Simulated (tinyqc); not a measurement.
# Trap density from two Hall measurements

Question. p-type body, charge-sheet picture, full ionisation (an idealisation for deep acceptors), Boltzmann statistics for free electrons. e = Ec - EF at the surface. psi = Eg - Vt ln(Nv/Na) - e; N_dep = sqrt(2 eps0 eps_r Na (psi - Vt)/q); n_f = sqrt(N_dep^2 + 2 eps0 eps_r Vt Nc exp(-e/Vt)/q) - N_dep; Vg = Vfb + psi + q (N_dep + n_t + n_f)/Cox, Cox = eps0 eox/tox. Find e and n_t at both points and the mean trap density between them.

Inputs (values chosen for the exercise); band and dielectric values close to those of 4H silicon carbide: temperature T = 300 K; band gap Eg = 3.2 eV; relative permittivity eps_r = 9.65; conduction-band density of states at T Nc = 1.73e19 cm^-3; valence-band density of states at T Nv = 2.46e19 cm^-3; relative permittivity of the insulator eox = 3.9; insulator thickness tox = 41 nm; acceptor density Na = 9.3e15 cm^-3; flat-band voltage without trapped charge Vfb = -2.02 V.

Constants: q = 1.602176634e-19 C, kB = 1.380649e-23 J/K, Vt = kB T/q, eps0 = 8.8541878128e-14 F/cm where lengths are in cm. Results are converted to the units shown.

Vg (V): [5.5447031, 8.9103975]
free sheet density from the Hall effect (cm^-2): [8.5101122e8, 2.2859814e10]

Answer. Each n_f fixes e; what the gate voltage holds beyond psi, N_dep and n_f is trapped; the difference quotient is the density, smeared over a few Vt.

e (eV): [0.222, 0.136]
n_t (cm^-2): [2.00e12, 3.69e12]
mean trap density = 1.97e13 cm^-2 eV^-1

tinyqc, about 0.02 s, one thread, Intel Xeon 2.30GHz (shared host): `OMP_NUM_THREADS=1 python tinyqc.py 2222143 2222144 out.jsonl`
